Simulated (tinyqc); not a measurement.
## Junction field-effect transistor with two gates, gradual channel with velocity saturation: depletion, velocity and field along the channel

A uniformly doped n-type channel, depleted from both sides by p+ gates; at channel potential V the depleted share of a is u = sqrt((Vbi - Vg + V)/Vp), s at the source. Electrons drift with v = mu E/(1 + mu E/vsat). Abrupt depletion edge, no series resistance, source at 0.

ni = sqrt(Nc Nv) exp(-Eg/(2 Vt)), Eg in volts; Vbi = Vt ln(Na Nd/ni^2); Vp = q Nd a^2/(2 eps0 eps_r); G0 = 2 q mu Nd a W/L; Z = mu Vp/(vsat L); s = sqrt((Vbi - Vg)/Vp). I = (G0 Vp/3) F/(1 + Z (u^2 - s^2)), F = 3 (u^2 - s^2) - 2 (u^3 - s^3), with u at V = Vd; Z = 0 gives constant mobility, for which u stops at 1. At channel potential V: y/L = (G0 Vp/3) F(u)/I - Z V/Vp, v = vsat I Z/(G0 Vp (1 - u)), E = (vsat/mu) w/(1 - w) with w = v/vsat.

Values chosen for this exercise; material values close to those of gallium arsenide: temperature T = 250 K; relative permittivity of the semiconductor eps_r = 12.8; conduction-band density of states at T Nc = 3.29e17 cm^-3; band gap Eg = 1.39 eV; valence-band density of states at T Nv = 6.91e18 cm^-3; donor density of the channel Nd = 1.3e17 cm^-3; half the channel thickness a = 210 nm; low-field mobility at this doping mu = 3800 cm^2/(V s); saturation velocity vsat = 8.6e6 cm/s; gate length L = 1 um; gate width W = 200 um; acceptor density of the gates Na = 1.8e18 cm^-3; gate voltage Vg = -0.9 V; drain voltage Vd = 0.25 V.

Constants: q = 1.602176634e-19 C, kB = 1.380649e-23 J/K, Vt = kB T/q, eps0 = 8.8541878128e-14 F/cm where lengths are in cm. Results are converted to the units shown.

Along the channel:
```
V (V)	u	y/L	v (cm/s)	E (kV/cm)
0	0.7437	0.000	4.155e6	2.116
0.0417	0.7505	0.192	4.270e6	2.232
0.0833	0.7573	0.373	4.390e6	2.360
0.125	0.7641	0.545	4.516e6	2.502
0.1667	0.7708	0.707	4.648e6	2.661
0.2083	0.7774	0.858	4.786e6	2.840
0.25	0.7840	1.000	4.932e6	3.043
```

What does the table show?

From source to drain the open share 1 - u falls from 0.256 to 0.216, so the velocity rises by a factor of 1.19, to 0.574 vsat, and the field by 1.44. Half of Vd drops over the last 45 % of the gate length.

Program tinyqc, `OMP_NUM_THREADS=1 python tinyqc.py 2500058 2500059 out.jsonl`; Intel Xeon 2.30GHz, shared host, one thread, about 0.06 s.
